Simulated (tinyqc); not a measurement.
Recursion (Haydock) method for the local density of states: surface site of a cubic lattice: one step. The coefficients.

One orbital a site at energy 0, hopping -t to the 6 nearest neighbours of a cubic lattice; the start u0 is a site in the outermost layer of a half crystal, with energy V. Recursion: a_n = <u_n|H|u_n>, b_(n+1) u_(n+1) = (H - a_n) u_n - b_n u_(n-1), b > 0. G(z) = 1/(z - a0 - b1^2/(z - a1 - b2^2/(...))), z = E + i eta. After n levels the tail is b_n^2 T with the square-root terminator T = (z - sqrt(z - 2b) sqrt(z + 2b))/(2 b^2), b = 3t so that the band edges lie at -/+ 6t.

Parameters, chosen for this exercise: t = 0.77 eV (hopping); V = 0 eV (shift of the starting site); n = 4 (levels kept).

Task: Carry the recursion for n levels; the lattice is large enough that no wall but the surface is met.

Give: Coefficients.

Result:

Coefficients:
```
n  a_n (eV)  b_(n+1) (eV)  b_(n+1)^2/t^2
0    0.0000       1.72177         5.0000
1    0.0000       2.09463         7.4000
2    0.0000       2.17862         8.0054
3    0.0000       2.22081         8.3184
```

b1^2/t^2 = 5 counts the neighbours of the start. All a_n vanish because the lattice is bipartite and V = 0. The b_n tend to a quarter of the band width, 2.310 eV.

(tinyqc, `OMP_NUM_THREADS=1 python tinyqc.py 1481559 1481560 out.jsonl`, Intel(R) Xeon(R) Processor @ 2.30GHz, 1 thread, shared host, about 0.2 s.)
